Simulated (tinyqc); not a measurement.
# Configuration-coordinate model of a defect: Huang-Rhys factor and luminescence line shape, step by step

A worked calculation. Computed by tinyqc, a small Python program that keeps every step. Command: `OMP_NUM_THREADS=1 python tinyqc.py 3014622 3014623 out.jsonl ccline walk`. One thread of a shared host (Intel(R) Xeon(R) Processor @ 2.30GHz), about 0.01 s of CPU time with the checks. Intermediate numbers are printed to about 5 digits and carried at full precision; extremes and crossings named in words are read from the listed rows.

Ground state E_g(Q) = (1/2) omega_g^2 Q^2; excited state E_e(Q) = E_0 + (1/2) omega_e^2 (Q - dQ)^2 with omega_e = omega_g and E_0 = E_ZPL. Q is mass-weighted; the dipole does not depend on Q (Condon approximation).

Inputs (values chosen for the exercise, for a model defect in a wide-gap host):
```
quantity                          value              unit
zero-phonon energy E_ZPL           4.83                eV
displacement dQ                   0.362  u^(1/2) angstrom
ground-state phonon hbar omega_g    154               meV
temperature T                       120                 K
refractive index n_r               2.37                 -
transition dipole mu                1.6        e angstrom
quenching prefactor nu_0          6e+11               1/s
```

Modes: equal frequencies in both states.

Constants: hbar^2/u = 4.18015928e-03 eV angstrom^2; k_B = 8.617333262e-05 eV/K; hbar = 6.582119569e-16 eV s; e = 1.602176634e-19 C; eps_0 = 8.8541878128e-12 F/m; hbar = 1.054571817e-34 J s; c = 299792458 m/s.

## Huang-Rhys factors and vertical energies

S = hbar omega dQ^2/(2 hbar^2/u) for each state; relaxation energy S hbar omega; absorption at E_0 + S_e hbar omega_e, emission at E_0 - S_g hbar omega_g; the Stokes shift is their difference.

S_g = 2.4139

S_e = 2.4139

relaxation energy, ground state = 0.37174 eV

relaxation energy, excited state = 0.37174 eV

vertical absorption energy = 5.2017 eV

vertical emission energy = 4.4583 eV

Stokes shift = 0.74347 eV

The coupling is intermediate: phonon replicas can be resolved beside the zero-phonon line.

## Emission lines at zero temperature

From the lowest excited level the line to ground level n lies at E_ZPL - n hbar omega_g with Franck-Condon weight exp(-S) S^n/n!; the emitted intensity carries a further factor E^3. S = S_g; up to eleven lines, of positive energy only, from n = max(0, integer part of S - 5).

Lines:
```
n   energy (eV)      weight  intensity / largest
0         4.830  8.9468e-02           4.1826e-01
1         4.676  2.1596e-01           9.1611e-01
2         4.522  2.6066e-01           1.0000e+00
3         4.368  2.0973e-01           7.2519e-01
4         4.214  1.2657e-01           3.9295e-01
5         4.060  6.1103e-02           1.6966e-01
6         3.906  2.4582e-02           6.0780e-02
7         3.752  8.4770e-03           1.8577e-02
8         3.598  2.5578e-03           4.9430e-03
9         3.444  6.8602e-04           1.1627e-03
10        3.290  1.6560e-04           2.4467e-04
```

The weight peaks at n = 2 and the intensity at n = 2.

## Band at temperature T

Overlaps <m_e|n_g> of harmonic-oscillator functions (Hermite recursion, positive leading coefficients) by a sum over an even grid (700 points from x = -9 to 9 + d for the small table, 1500 points from -16 to 16 + d for the thermal sums), with x = Q sqrt(omega_g/hbar), d = sqrt(2 S_g) and frequency ratio omega_e/omega_g. Initial levels m = 0..24 carry Boltzmann weights exp(-m hbar omega_e/k_B T), normalised; final levels n = 0..79; a line lies at E_ZPL + m hbar omega_e - n hbar omega_g with weight w_m <m|n>^2. Moments are taken over these weights without the E^3 factor; FWHM = 2 sqrt(2 ln 2) x standard deviation; the zero-phonon weight is the sum of w_m <m|m>^2.

mean emission energy = 4.4583 eV

FWHM from the second moment = 0.56342 eV

zero-phonon weight = 0.089468

skewness = -0.64364

Caution: for small S the spectrum is a set of resolved lines, and a Gaussian width has little meaning.

## Crossing, radiative lifetime and thermal quenching

The curves cross at the root Q_c nearest dQ; the barrier is (1/2) omega_e^2 (Q_c - dQ)^2, with (1/2) omega^2 = (hbar omega)^2/(2 hbar^2/u). k_r = n_r omega^3 mu^2/(3 pi eps_0 hbar c^3) at the vertical emission energy, without local-field correction; k_nr = nu_0 exp(-barrier/k_B T) (Mott-Seitz); yield = k_r/(k_r + k_nr); T_1/2 = barrier/(k_B ln(nu_0/k_r)).

Q_c = 2.5327 u^(1/2) angstrom

classical barrier = 13.367 eV

radiative lifetime = 0.48995 ns

luminescence yield = 1

quenching temperature T_1/2 = 27293 K

The barrier is so high that this route does not halve the yield below 1000 K. Caution: the curves cross far outside the range of the harmonic model, so the barrier and T_1/2 have no quantitative meaning.

## Width and zero-phonon weight against temperature

For comparison: FWHM(0) sqrt(coth(hbar omega_e/2 k_B T)) with FWHM(0) from the first row, and exp(-S_g coth(hbar omega_e/2 k_B T)).

Against temperature:
```
T (K)  mean energy (eV)  FWHM (eV)  coth law (eV)  zero-phonon weight  exp(-S coth)
89               4.4583    0.56342        0.56342             0.08947      0.089468
270              4.4583    0.56418        0.56418             0.08959      0.088892
540              4.4583    0.58440        0.58440             0.09259      0.074500
890              4.4583    0.64491        0.64491             0.09944      0.042317
1400             4.4583    0.75043        0.75043             0.10514      0.013813
1500             4.4583    0.77103        0.77103             0.10555      0.010883
```

The width grows by a factor 1.37, flat while k_B T is well below hbar omega and as sqrt(T) above; for equal frequencies the coth law is exact. The mean energy stays fixed, as it must for equal frequencies. The zero-phonon weight goes from 0.0895 to 0.106; the single exponential assumes equal frequencies, leaves out lines that absorb and emit the same number of phonons, and falls to 0.0109. The rise of the weight is a feature of one sharp mode; with a spread of mode energies those lines leave the zero-phonon energy and the weight falls.

Checks made by the program: grid overlaps at equal frequencies against the Poisson weights (relative difference below 1e-10); width at T against the coth law (relative difference below 1e-10).
